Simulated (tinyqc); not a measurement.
From results to parameters: two-site tight-binding chain. Computed by the program tinyqc.

Problem. A two-site chain has site energies +delta (A) and -delta (B) and hoppings t1 > t2 > 0, so E = +/- sqrt(delta^2 + |t1 + t2 exp(-ika)|^2). Find delta, t1 and t2.

upper band at k = 0 = 2.826057 eV
upper band at the zone edge = 0.650692 eV
weight of the upper band on site A at the zone edge = 0.845786

Solution. The weight on A is (1 + delta/E)/2, which gives delta; then t1 + t2 = sqrt(E(0)^2 - delta^2) and t1 - t2 = sqrt(E(edge)^2 - delta^2).

delta, t1, t2 (eV): 0.450  1.630  1.160
